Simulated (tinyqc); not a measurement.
Worked calculation: Hueckel theory of the pi electrons, for the molecule O=Cc1cc(C=O)c2ccoc2c1 (SMILES; centres numbered as the heavy atoms are written). One step of it, computed by the program tinyqc.

Question. Orbitals. Diagonalise; E = alpha + x beta with beta < 0, so the largest x are filled first; degenerate levels share their electrons. P = sum n_i c_ri c_si; each orbital has its largest coefficient positive (the first on a tie).

Hueckel matrix in units of beta (H = alpha + beta A), lower triangle:
```
           1O        2C        3C        4C        5C        6C        7O        8C
1O   1.000000
2C   1.000000  0.000000
3C   0.000000  1.000000  0.000000
4C   0.000000  0.000000  1.000000  0.000000
5C   0.000000  0.000000  0.000000  1.000000  0.000000
6C   0.000000  0.000000  0.000000  0.000000  1.000000  0.000000
7O   0.000000  0.000000  0.000000  0.000000  0.000000  1.000000  1.000000
8C   0.000000  0.000000  0.000000  0.000000  1.000000  0.000000  0.000000  0.000000
9C   0.000000  0.000000  0.000000  0.000000  0.000000  0.000000  0.000000  1.000000
10C  0.000000  0.000000  0.000000  0.000000  0.000000  0.000000  0.000000  0.000000
11O  0.000000  0.000000  0.000000  0.000000  0.000000  0.000000  0.000000  0.000000
12C  0.000000  0.000000  0.000000  0.000000  0.000000  0.000000  0.000000  1.000000
13C  0.000000  0.000000  1.000000  0.000000  0.000000  0.000000  0.000000  0.000000

           9C       10C       11O       12C       13C
9C   0.000000
10C  1.000000  0.000000
11O  0.000000  0.800000  2.000000
12C  0.000000  0.000000  0.800000  0.000000
13C  0.000000  0.000000  0.000000  1.000000  0.000000
```

pi electrons, sum of z_r less the charge = 14

Give: x values; occupations; coefficients; charge and bond-order matrix P.

Answer.

x values: 2.737  2.185  1.900  1.520  1.273  0.906  0.693  -0.333  -0.444  -1.122  -1.346  -1.670  -2.298

occupations: 2.000  2.000  2.000  2.000  2.000  2.000  2.000  0.000  0.000  0.000  0.000  0.000  0.000

coefficients:
```
       MO1     MO2     MO3     MO4     MO5     MO6     MO7     MO8
1O   0.035  -0.240   0.470   0.371   0.505  -0.082  -0.287   0.247
2C   0.061  -0.285   0.423   0.193   0.138   0.008   0.088  -0.330
3C   0.132  -0.382   0.334  -0.078  -0.330   0.089   0.348  -0.138
4C   0.111  -0.358   0.023  -0.133  -0.202   0.490   0.045  -0.096
5C   0.172  -0.400  -0.290  -0.124   0.073   0.354  -0.317   0.169
6C   0.079  -0.299  -0.367   0.306  -0.030   0.031  -0.080   0.406
7O   0.046  -0.252  -0.408   0.588  -0.111  -0.327   0.262  -0.305
8C   0.280  -0.218  -0.207  -0.361   0.325  -0.199  -0.184  -0.367
9C   0.208  -0.039  -0.126  -0.231   0.464  -0.068   0.463  -0.028
10C  0.290   0.132  -0.033   0.009   0.266   0.137   0.505   0.376
11O  0.733   0.411   0.079   0.307  -0.157   0.241  -0.142  -0.122
12C  0.385  -0.037   0.023  -0.193  -0.123  -0.467  -0.274  -0.020
13C  0.189  -0.192   0.188  -0.179  -0.356  -0.416   0.108   0.472

        MO9    MO10    MO11    MO12    MO13
1O    0.358  -0.151   0.001   0.149   0.056
2C   -0.516   0.321  -0.003  -0.399  -0.183
3C   -0.128  -0.209   0.003   0.517   0.366
4C    0.530   0.116   0.320  -0.172  -0.350
5C   -0.107   0.079  -0.434  -0.229   0.438
6C   -0.431  -0.121   0.472   0.177  -0.220
7O    0.299   0.057  -0.201  -0.066   0.067
8C   -0.052  -0.084  -0.208   0.378  -0.437
9C    0.021  -0.422   0.285  -0.374   0.226
10C   0.043   0.557  -0.176   0.247  -0.081
11O  -0.050  -0.255  -0.060  -0.048  -0.048
12C   0.109   0.437   0.429  -0.029   0.341
13C   0.043  -0.203  -0.321  -0.292  -0.308
```

charge and bond-order matrix P, lower triangle:
```
         1O      2C      3C      4C      5C      6C      7O      8C
1O    1.525
2C    0.770   0.656
3C   -0.099   0.459   1.038
4C   -0.207   0.146   0.591   0.882
5C    0.038  -0.075  -0.029   0.633   1.041
6C    0.041  -0.036  -0.075   0.168   0.472   0.664
7O   -0.032   0.041   0.038  -0.236  -0.105   0.762   1.531
8C    0.129  -0.102  -0.219  -0.038   0.503   0.104  -0.159   0.956
9C   -0.043   0.060   0.041  -0.083  -0.042  -0.099   0.054   0.510
10C  -0.112   0.100   0.153   0.038  -0.174  -0.092   0.113   0.043
11O   0.039  -0.024  -0.068   0.077   0.039   0.048  -0.040  -0.169
12C   0.033  -0.076  -0.017  -0.267   0.022  -0.029  -0.004   0.569
13C  -0.203   0.137   0.586  -0.019  -0.262  -0.124   0.158   0.136

         9C     10C     11O    12C    13C
9C    1.098
10C   0.810   0.895
11O  -0.199   0.374   1.819
12C  -0.057  -0.261   0.311  0.991
13C  -0.044  -0.151  -0.080  0.655  0.903
```
